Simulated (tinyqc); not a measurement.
Worked calculation: quasiparticle equation with a plasmon-pole self-energy for two band edges. Values are carried at full precision from step to step, so a last printed digit may differ when a step is redone from the rounded ones.

For each edge E = e + X + Sc(E), with the correlation part Sc(E) = A[0]/(E - a + w) + A[1]/(E - b - w); a and b are the valence and conduction energies that enter the Green function (a = ev, b = ec in the one-shot scheme). Z = 1/(1 - dSc/dE), dSc/dE = -A[0]/(E - a + w)^2 - A[1]/(E - b - w)^2.

Parameters, chosen for this exercise (scales of the order of those of diamond; not measured data): ev = 0 eV (mean-field valence top); ec = 4.26 eV (mean-field conduction edge); w = 26.2 eV (pole energy); Av = (72.7, 36.3) eV^2 (weights of the valence state on the hole and electron poles); Ac = (36.3, 77.5) eV^2 (the same for the conduction state); Xv = -2.55 eV (exchange minus the mean-field potential, valence); Xc = 2.31 eV (the same, conduction).

## Linearised one-shot correction

Evaluate Sc and its slope at the mean-field energy; E = e + Z (X + Sc).

Terms:
```
edge        Sc (eV)   dSc/dE       Z  X + Sc (eV)   E (eV)
valence      1.5831  -0.1450  0.8733      -0.9669  -0.8444
conduction  -1.7663  -0.1520  0.8680       0.5437   4.7320
```

gap = 5.5764 eV
gap with Z = 1 = 5.7706 eV

The gap opens by 1.316 eV, 64 % of it by lowering the valence top. Setting Z = 1 would overshoot by 0.194 eV. X and Sc have opposite signs and are each larger than the sum they leave, so both must be converged well.

## Solving the equation for the conduction edge

Newton steps on f(E) = E - ec - Xc - Sc(E) from E = ec; the first step is the linearised result.

Iterates:
```
step   E (eV)   Sc (eV)     f (eV)
0     4.26000  -1.76629  -0.543712
1     4.73196  -1.83873   0.000696
2     4.73136  -1.83864   0.000000
3     4.73136  -1.83864   0.000000
```

The linearisation errs by +0.6 meV, as the shift is only 0.018 of the pole energy.

## All solutions for the valence state

Multiplying out gives a cubic; give its three roots and their weights Z.

roots (eV): [-29.012, -0.843, 31.565]

weights: [0.0980, 0.8695, 0.0325]

The weights add up to 1. The satellite below lies 28.17 eV from the main peak, 8 % more than w: this scheme places plasmon satellites too far out, and gives one where a cumulant form gives a series.

## Updating the energies in the Green function

Solve both equations exactly, put the results in place of a and b, and repeat five times; w is kept.

Cycles (eV):
```
cycle       Ev      Ec     gap
1      -0.8426  4.7314  5.5740
2      -0.9083  4.7514  5.6597
3      -0.9138  4.7514  5.6651
4      -0.9143  4.7512  5.6655
5      -0.9143  4.7512  5.6655
```

The update moves the gap by +92 meV from the one-shot value; each cycle shrinks the change to about 0.06 of the one before.

## Checks

- Sum of the weights of the three roots: both 1.000000.
- Newton result against the root by bisection (eV): both 4.73136.

tinyqc: `OMP_NUM_THREADS=1 python tinyqc.py 1850139 1850140 out.jsonl`; about 0.03 s, one thread, shared Intel(R) Xeon(R) Processor @ 2.30GHz.
